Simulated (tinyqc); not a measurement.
Image-sensor pixel with a pinned photodiode, signal and noise: one step of the calculation.

A buried n layer between a heavily doped p+ surface layer and a p layer is emptied into a floating diffusion, read through a source follower with correlated double sampling (reset noise cancelled). One-dimensional abrupt junctions; no blooming, lag or crosstalk.

Task. Quantum efficiency and dark current. QE = (1 - Rf)[exp(-al x1) - exp(-al x2)]. ni = sqrt(Nc Nv) exp(-Eg/(2 Vt)), Eg in volts; dark rates ni Wd A/tg (generation) and Jd ni^2 A (diffusion).

Parameters, values chosen for the exercise; material values close to those of silicon: temperature T = 273 K; band gap Eg = 1.11 eV; conduction-band density of states at T Nc = 2.47e19 cm^-3; valence-band density of states at T Nv = 2.32e19 cm^-3; photodiode area A = 0.72 um^2; absorption coefficient (light near 750 nm) al = 0.127 1/um; optical loss before the silicon Rf = 0.15; dead layer x1 = 0.1 um; depth of collection x2 = 2.5 um; generation lifetime tg = 0.0068 s; depleted depth Wd = 1.3 um; diffusion dark flux per ni^2 Jd = 1.5e7 x 1e-20 cm^4/s.

Constants: q = 1.602176634e-19 C, kB = 1.380649e-23 J/K, Vt = kB T/q. Results are converted to the units shown.

Give: QE; ni; generation rate; diffusion rate.

Result.

QE = 0.22050
ni = 1.3595e9 cm^-3
generation rate = 0.18714 electrons/s
diffusion rate = 0.0019962 electrons/s

Of the light that enters, 1.3 % is lost in the dead layer and 73 % passes the collecting depth.

tinyqc, about 0.01 s, one thread, Intel Xeon 2.30GHz (shared host): `OMP_NUM_THREADS=1 python tinyqc.py 2630047 2630048 out.jsonl`
